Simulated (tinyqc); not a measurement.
Inside a calculation: defect-molecule model of a vacancy with Jahn-Teller distortion. Values are carried at full precision from step to step, so a last printed digit may differ when a step is redone from the rounded ones.

Four dangling hybrids a, b, c, d point into the vacancy: H_ii = E0, and -gm between any two. A tetragonal distortion Q pairs a with b and c with d: those two couplings become -gm - I Q and the other four -gm + I Q/2, at an elastic cost k Q^2/2. The a1 level holds two electrons; charge states 2+, + and 0 put n = 0, 1, 2 more into the lowest level of t2 origin. Energy from the 2+ state at Q = 0, with the Fermi level mu counted from Ev: W_n(Q) = n (et - 2 I Q) + k Q^2/2 + Uc n (n - 1)/2 - n mu. et = E0 + gm is the undistorted t2 level.

Inputs chosen for the exercise (of the size used for the vacancy in silicon; not measured data): E0 = -0.05 eV (level of a dangling hybrid, from Ev); gm = 0.3 eV (coupling between two dangling hybrids); I = 0.94 eV/angstrom (Jahn-Teller coupling); k = 17.7 eV/angstrom^2 (force constant of the mode); Uc = 0.27 eV (repulsion of two electrons in one orbital); Q = 0.2 angstrom (a trial distortion).

## The molecule at a trial distortion

Fill in H at Q.

H (eV), rows a, b, c, d and columns alike:
```
[[-0.0500, -0.4880, -0.2060, -0.2060],
 [-0.4880, -0.0500, -0.2060, -0.2060],
 [-0.2060, -0.2060, -0.0500, -0.4880],
 [-0.2060, -0.2060, -0.4880, -0.0500]]
```

## One-electron levels

Diagonalise. By symmetry: a + b + c + d at E0 - 3 gm, a + b - c - d at E0 + gm - 2 I Q, and the pair a - b, c - d at E0 + gm + I Q.

levels (eV): [-0.9500, -0.1260, 0.4380, 0.4380]

The t2 triplet has split by 3 I Q = 0.5640 eV, and its centre has stayed.

## Relaxed charge states

Minimise W_n over Q: Q_n = 2 n I/k, gain n^2 E_JT with E_JT = 2 I^2/k. W_n at mu = 0 is n et - n^2 E_JT + Uc n (n - 1)/2.

E_JT = 0.0998 eV

States:
```
n  charge  Q_n (angstrom)  gain (eV)  W_n (eV)
0      2+          0.0000     0.0000    0.0000
1       +          0.1062     0.0998    0.1502
2       0          0.2124     0.3994    0.3706
```

## Transition levels and the effective U

From the energies W_n of the relaxed states with n = 0, 1, 2 electrons: E(2+/+) = W1 - W0, E(+/0) = W2 - W1, U_eff = E(+/0) - E(2+/+), E(2+/0) = (W2 - W0)/2.

levels above Ev (eV): (2+/+) 0.1502, (+/0) 0.2205, (2+/0) 0.1853

U_eff = 0.0703 eV

U_eff > 0: the + state is the lowest for mu between 0.1502 and 0.2205 eV. The vacancy in silicon is known as a negative-U centre; these values fall on the other side of the balance.

## Vertical against thermal levels

At fixed Q the level for adding the first electron is et - 2 I Q. Capture into 2+ at Q0 = 0 costs et; removal from + at Q1 = 2 I/k takes place at et - 2 E_JT, E_JT = 2 I^2/k; the thermal level lies between, and the Franck-Condon shift is E_JT on each side. et = E0 + gm.

levels (eV): vertical at Q0 0.2500, thermal 0.1502, vertical at Q1 0.0503

Stokes shift = 0.1997 eV

## Checks

- W2 from the formula against a numerical minimum over Q with the level from H(Q): both 0.37063.

Computed by tinyqc, a small Python program: `OMP_NUM_THREADS=1 python tinyqc.py 1482636 1482637 out.jsonl` (the numbers bound the seed that draws the inputs); one thread of a shared host (Intel(R) Xeon(R) Processor @ 2.30GHz), about 0.01 s for the whole set of steps.
